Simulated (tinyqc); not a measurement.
Tight binding, honeycomb lattice, step by step. One step of it, computed by the program tinyqc.

Task: Levels at k. Diagonalise the Hermitian matrix.

H(k) at k (eV):
```
                    A                   B
A            0.301070  0.652215-0.185984i
B  0.652215+0.185984i            0.301070
```

Give: eigenvalues; weights |c|^2 of the basis functions.

Result:

eigenvalues (eV): -0.377  0.979

weights |c|^2 of the basis functions:
```
   band 1  band 2
A   0.500   0.500
B   0.500   0.500
```
